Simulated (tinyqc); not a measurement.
Temperature and isotope dependence of a band gap in oscillator models, step by step. Values are carried at full precision from step to step, so a last printed digit may differ when a step is redone from the rounded ones.

E(T) = E0 - sum_i sl_i th_i n_i(T), n = 1/(exp(th/T) - 1). The same coupling lowers the gap at 0 K by the zero-point term ZP = sum_i sl_i th_i/2, so the gap of the static lattice is E0 + ZP. Thermal expansion is taken as part of the slopes.

Parameters, chosen for this exercise (near those of diamond; not measured data):
- E0 = 5.47 eV (gap at 0 K)
- th = (575, 1489) K (temperatures of two oscillators)
- sl = (0.1925, 0.3575) meV/K (their high-temperature slopes)
- T = 200 K (temperature)
- M = 11.99 u (mean atomic mass)
- dM = 0.63 u (change of the mean mass (not bounded by the natural isotopes))
- T12 = (1010, 1980) K (temperatures of the fits)

## The gap at T

Give the occupations, the two terms, the gap, ZP and the static gap.

n_i: [0.05979, 0.00058]

terms (meV): [6.618, 0.311]

E(T) = 5.4631 eV
ZP = 321.50 meV
static gap = 5.7915 eV

The thermal fall, 6.9 meV, is smaller than the zero-point term, 321.5 meV; the soft oscillator supplies 96 % of the fall but 17 % of ZP. A calculation with clamped ions should be compared with the static gap.

## Slope and asymptote

dE/dT = -sum sl_i (th_i/T)^2 n_i (1 + n_i). At high T, n -> T/th - 1/2, so E -> E0 + ZP - (sum sl_i) T. Give the slope, its ratio to the limit, and the value at 0 K of the tangent drawn at T.

dE/dT = -0.1124 meV/K
ratio to the limiting slope = 0.2044
intercept of the tangent = 5.4856 eV
intercept - E0 = 15.55 meV

The tangent recovers 5 % of ZP: the extrapolation works only from T well above the higher oscillator (1489 K).

## Isotope effect

With M -> M + dM the oscillator temperatures scale as M^(-1/2) and the slopes stay. Give th, ZP, E0 (static gap fixed) and E(T) for the new mass, and the linear rule dE0 = ZP dM/(2 M).

th (K): [560.46, 1451.36]

ZP = 313.375 meV
shift of E0 = 8.128 meV
linear rule = 8.446 meV
shift of E(T) = 7.722 meV

The heavier crystal has the wider gap. At 200 K 95 % of the shift at 0 K is left; it fades at high T, where the motion is classical and the mean-square amplitude no longer depends on mass.

## Two common fits

Two-parameter forms are made to pass through the falls at the two temperatures T12: Varshni aV T^2/(T + bV), from the line T^2/fall = (T + bV)/aV; one oscillator s1 t1/(exp(t1/T) - 1), with t1 from the ratio of the falls.

Give the falls and the parameters.

falls (meV): [302.3657, 803.2216]

aV = 0.6436 meV/K
bV = 1161 K
t1 = 1103.1 K
s1 = 0.5429 meV/K
ZP of the one-oscillator fit = 299.5 meV

The limiting slope of the model is 0.5500 meV/K; Varshni puts it +17 % off and one oscillator -1 %. The ZP of the fit differs from the true one by -22.0 meV.

## Checks

- Slope by finite differences against the formula (meV/K): both 0.11241.
- Fall at 20 times the higher oscillator temperature against the asymptote (meV): 16060 against 16057.

Program tinyqc; command `OMP_NUM_THREADS=1 python tinyqc.py 1880517 1880518 out.jsonl`; about 0.01 s on one thread of a shared Intel(R) Xeon(R) Processor @ 2.30GHz.
